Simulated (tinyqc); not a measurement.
Wafer bonding and layer transfer: bond energy, gap closing, particles, bonding of dissimilar wafers and hydrogen blisters: one step, computed by the program tinyqc.

gamma is the energy per area of each of the two surfaces; plates are isotropic, and both wafers have E1 and t1.

Task: Does a shallow gap close? E' = E1/(1 - nu^2), equal wafers of thickness t1 assumed. A gap of radius R closes if h_g < h_c: h_c = R^2/sqrt((2/3) E' t1^3/gamma) for R > 2 t1 (plate bending), h_c = 3.6 sqrt(R gamma/E') for R < 2 t1 (local deformation).

Inputs (values chosen for the exercise, for model wafers): Young's modulus E1 = 156 GPa; Poisson ratio nu = 0.22; thickness t1 = 625 micrometre; radius of a shallow gap R = 1.5 mm; half height of the gap h_g = 1.5 nm.

bond energy gamma = 0.5876751 J/m^2

Give: closable height h_c; h_g/h_c.

Result:

closable height h_c = 333.92 nm

h_g/h_c = 0.0044921

The gap closes.
